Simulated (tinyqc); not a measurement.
Valence-band offset from core levels (Kraut method), with the dipole against the affinity rule: two steps of the calculation.

Binding energies are counted downwards from the Fermi level. dEv > 0 means that the valence edge of B lies below that of A, dEc > 0 that the conduction edge of B lies above that of A; dEc + dEv = EgB - EgA. The spectra are made-up values treated as data.

Inputs (values chosen for the exercise); gaps and affinities close to those of germanium (A) and silicon dioxide (B):

| symbol | value | unit | meaning |
|---|---|---|---|
| EgA | 0.66 | eV | gap of the substrate A |
| EgB | 8.97 | eV | gap of the overlayer B |
| cA | 30.31 | eV | core level of bare A |
| cB | 101.99 | eV | core level of thick B |
| vB | 2.68 | eV | valence-band maximum of thick B |
| iA | 30.28 | eV | core level of A under a thin film of B |
| iB | 104.48 | eV | core level of B in that thin film |
| bg | 58 |  | background counts in the gap |

Question 1. Valence-band maximum of bare A. Fit a straight line to the leading edge by least squares; the maximum vA lies where it meets the background.

```
point  binding energy (eV)  counts on the leading edge
0                     0.51                         117
1                     0.63                         143
2                     0.75                         179
3                     0.87                         208
4                     0.99                         231
5                     1.11                         262
```

Give: slope; intercept; vA.

Answer 1.

slope = 242.38 counts/eV
intercept = -6.3286 counts
vA = 0.26540 eV

Question 2. Offsets. dEv = (iB - iA) - (cB - vB) + (cA - vA), dEc = EgB - EgA - dEv.

vA = 0.26540275 eV

Give: cA - vA; cB - vB; iB - iA; dEv; dEc.

Answer 2.

cA - vA = 30.045 eV
cB - vB = 99.310 eV
iB - iA = 74.200 eV
dEv = 4.9346 eV
dEc = 3.3754 eV

The alignment is type I (straddling). Both offsets exceed 1 eV, the usual requirement for a gate dielectric. A rigid shift of all levels, by charging or doping, cancels in the differences.

Computed by the program tinyqc: `OMP_NUM_THREADS=1 python tinyqc.py 2410085 2410086 out.jsonl`, one thread of a shared Intel Xeon 2.30GHz, about 0.01 s for the whole run.
